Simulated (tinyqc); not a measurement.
Zero-field barrier from two thresholds.

Question. The photoemission threshold over an interface barrier is Phi = P0 - sqrt(q F/(4 pi eps0 ei)). Find P0 and ei.

Constants: q = 1.602176634e-19 C, eps0 = 8.8541878128e-14 F/cm where lengths are in cm. Results are converted to the units shown.

thresholds at F = 0.5 and 3.8 MV/cm (eV): [2.9325153, 2.6734128]

Answer. Phi is linear in sqrt(F): the intercept is P0 and the slope gives ei.

P0 = 3.08 eV
ei = 3.31

Numbers from tinyqc (`OMP_NUM_THREADS=1 python tinyqc.py 2410033 2410034 out.jsonl`; about 0.01 s on one thread of a shared Intel Xeon 2.30GHz).
